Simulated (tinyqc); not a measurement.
Worked calculation: plane-wave Kohn-Sham cycle with exchange-only LDA in a layered model solid. One step of it, computed by the program tinyqc.

Problem. Iteration 2: levels at that k. Diagonalise the Hermitian matrix.

H (hartree), order -3, -2, -1, +0, +1, +2, +3:
```
[[0.801418, 0.102304, 0.024386, 0.002361, 0.000619, -0.000140, 0.000082],
 [0.102304, 0.232929, 0.102304, 0.024386, 0.002361, 0.000619, -0.000140],
 [0.024386, 0.102304, -0.082898, 0.102304, 0.024386, 0.002361, 0.000619],
 [0.002361, 0.024386, 0.102304, -0.146064, 0.102304, 0.024386, 0.002361],
 [0.000619, 0.002361, 0.024386, 0.102304, 0.043433, 0.102304, 0.024386],
 [-0.000140, 0.000619, 0.002361, 0.024386, 0.102304, 0.485591, 0.102304],
 [0.000082, -0.000140, 0.000619, 0.002361, 0.024386, 0.102304, 1.180411]]
```

Give: eigenvalues.

Solution.

eigenvalues (hartree): [-0.2420, -0.0849, 0.0757, 0.2523, 0.4958, 0.8214, 1.1965]
